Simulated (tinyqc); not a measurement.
Input admittance of a MOSFET at zero drain bias: distributed channel and distributed gate: one step of the calculation.

Source and drain grounded, strong inversion, w = 2 pi f, Cox = eps0 eox/tox. The channel is an RC line of resistance 1/(mu Cox Vo) per square fed from both ends, so one finger has the intrinsic admittance y = i w Cox L tanh(g)/g per width, g = (1/2) sqrt(i w tau), tau = L^2/(mu Vo). The vertical resistance rv/L is in series with y, the overlaps 2 i w Cov in parallel: y_t = 1/(1/y + rv/L) + 2 i w Cov. The gate strip is a line of Rsh/L per length loaded by y_t, so a finger has Y = y_t Wf tanh(k)/k, k = (Wf/sd) sqrt(y_t Rsh/L); the device has Nf Y.

Task. Input impedance of the device. k and Y as defined; Z = 1/(Nf Y) = R + 1/(i w C); Q = |Im Z|/R; signal at the point farthest from a contact |1/cosh k|.

Inputs (values chosen for the exercise); values of the order met in silicon radio-frequency transistors: channel length L = 0.49 um; finger width Wf = 17 um; number of fingers Nf = 16; sheet resistance of the gate Rsh = 6.9 ohm/square; number of ends at which a finger is contacted sd = 1; frequency f = 6 GHz.

y_t = 21.68285+345.81165i uS/um

Wanted: k; Nf Y; R; C; Q; signal at the far point.

Result.

k = 0.86554+0.81297i
Nf Y = 36.389+72.236i mS
R = 5.5622 ohm
C = 2402.4 fF
Q = 1.9851
signal at the far point = 0.83671

Computed by the program tinyqc: `OMP_NUM_THREADS=1 python tinyqc.py 2262043 2262044 out.jsonl`, one thread of a shared Intel Xeon 2.30GHz, about 0.01 s for the whole run.
